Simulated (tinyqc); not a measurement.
Lossy on-chip transmission line with skin effect: one step of the calculation.

A uniform line in a homogeneous dielectric: c = sqrt(er)/(c0 Z0), l = Z0 sqrt(er)/c0 (c0 = 299792458 m/s), g = w c td, w = 2 pi f. The resistance joins its limits as r = sqrt(r_dc^2 + r_hf^2), with r_dc = rho/(wd th), r_hf = kr rho/(2 delta (wd + th)), delta = sqrt(rho/(pi f mu0)), mu0 = 4 pi 1e-7 H/m; this is an interpolation, and internal inductance, up to 0.05 nH/mm at low frequency, is neglected.

Task. Propagation constant and impedance. gamma = sqrt((r + i w l)(g + i w c)) = alpha + i beta, Zc = sqrt((r + i w l)/(g + i w c)), roots with positive real part; loss 8.685889638 alpha in dB; phase velocity w/beta.

Values chosen for this exercise:
```
symbol  value  unit    meaning
len       4.3    mm     length
f         1.7   GHz  frequency
```

r = 9.3952868 ohm/mm
l = 0.37442477 nH/mm
c = 104.00688 pF/m
g = 0 S/m

Wanted: gamma len; Zc; loss; phase velocity over c0; r/(w l).

Result.

gamma len = 0.2526+0.3820i
Zc = 79.97-52.87i ohm
loss = 0.5102 dB/mm
phase velocity over c0 = 0.4010
r/(w l) = 2.349

r exceeds w l, so the line behaves mainly as an RC line at this frequency.

Computed by the program tinyqc: `OMP_NUM_THREADS=1 python tinyqc.py 2810206 2810207 out.jsonl`, one thread of a shared Intel Xeon 2.30GHz, about 0.01 s for the whole run.
